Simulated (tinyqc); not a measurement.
Gupta-type many-body potential for a metal: one step, computed by the program tinyqc.

E_i = sum_j A exp(-p (r_ij/r0 - 1)) - xi rho_i^gamma, with rho_i = sum_j exp(-2 q (r_ij/r0 - 1)); gamma = 1/2 is the tight-binding second-moment form. The crystal is fcc unless stated; d is the neighbour distance and a fixed number of shells is kept.

Problem. Equilibrium of the fcc crystal. fcc shells: d sqrt(k), k = 1..5, with 12, 6, 24, 12, 24 atoms; Omega = d^3/sqrt2. Equilibrium: dE/dd = 0; B = d^2 E''(d)/(9 Omega).

Inputs (values chosen for the exercise, for a model metal): repulsion A = 0.0832 eV; hopping xi = 1.48 eV; decay p = 10.8; decay q = 2.32; reference distance r0 = 2.556 angstrom; shells kept = 2; embedding exponent gamma = 0.45.

Constants: 1 eV/angstrom^3 = 160.2176634 GPa.

Give: neighbour distance d; lattice constant; cohesive energy E_c; bulk modulus B.

Solution.

neighbour distance d = 2.5796 angstrom

lattice constant = 3.6482 angstrom

cohesive energy E_c = 3.6737 eV

bulk modulus B = 126.91 GPa
